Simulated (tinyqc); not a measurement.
Worked calculation: quasiparticle equation with a plasmon-pole self-energy for two band edges. Values are carried at full precision from step to step, so a last printed digit may differ when a step is redone from the rounded ones.

For each edge E = e + X + Sc(E), with the correlation part Sc(E) = A[0]/(E - a + w) + A[1]/(E - b - w); a and b are the valence and conduction energies that enter the Green function (a = ev, b = ec in the one-shot scheme). Z = 1/(1 - dSc/dE), dSc/dE = -A[0]/(E - a + w)^2 - A[1]/(E - b - w)^2.

Inputs chosen for the exercise (scales of the order of those of Ge; shifted at random, so the results belong to these values and not to a real crystal):
```
symbol  value         unit  meaning
ev      0             eV    mean-field valence top
ec      0.1           eV    mean-field conduction edge
w       14.7          eV    pole energy
Av      (34.5, 17.2)  eV^2  weights of the valence state on the hole and electron poles
Ac      (18.2, 36.5)  eV^2  the same for the conduction state
Xv      -1.75         eV    exchange minus the mean-field potential, valence
Xc      1.53          eV    the same, conduction
```

## Linearised one-shot correction

Evaluate Sc and its slope at the mean-field energy; E = e + Z (X + Sc).

Terms:
```
edge        Sc (eV)   dSc/dE       Z  X + Sc (eV)   E (eV)
valence      1.1848  -0.2382  0.8076      -0.5652  -0.4565
conduction  -1.2533  -0.2520  0.7987       0.2767   0.3210
```

gap = 0.7775 eV
gap with Z = 1 = 0.9420 eV

The gap opens by 0.678 eV, 67 % of it by lowering the valence top. Setting Z = 1 would overshoot by 0.164 eV. X and Sc have opposite signs and are each larger than the sum they leave, so both must be converged well.

## Solving the equation for the conduction edge

Newton steps on f(E) = E - ec - Xc - Sc(E) from E = ec; the first step is the linearised result.

Iterates:
```
step   E (eV)   Sc (eV)     f (eV)
0     0.10000  -1.25326  -0.276737
1     0.32104  -1.30926   0.000300
2     0.32080  -1.30920   0.000000
3     0.32080  -1.30920   0.000000
```

The linearisation errs by +0.2 meV, as the shift is only 0.015 of the pole energy.

## All solutions for the valence state

Multiplying out gives a cubic; give its three roots and their weights Z.

roots (eV): -17.039  -0.455  15.845

weights: 0.1366  0.8039  0.0595

The weights add up to 1. The satellite below lies 16.58 eV from the main peak, 13 % more than w: this scheme places plasmon satellites too far out, and gives one where a cumulant form gives a series.

## Updating the energies in the Green function

Solve both equations exactly, put the results in place of a and b, and repeat five times; w is kept.

Cycles (eV):
```
cycle       Ev      Ec     gap
1      -0.4555  0.3208  0.7763
2      -0.5033  0.3226  0.8259
3      -0.5095  0.3199  0.8294
4      -0.5104  0.3192  0.8296
5      -0.5106  0.3190  0.8296
```

The update moves the gap by +53 meV from the one-shot value; each cycle shrinks the change to about 0.07 of the one before.

## Checks

- Sum of the weights of the three roots: both 1.000000.
- Newton result against the root by bisection (eV): both 0.32080.

Program tinyqc; command `OMP_NUM_THREADS=1 python tinyqc.py 1880614 1880615 out.jsonl`; about 0.01 s on one thread of a shared Intel(R) Xeon(R) Processor @ 2.30GHz.
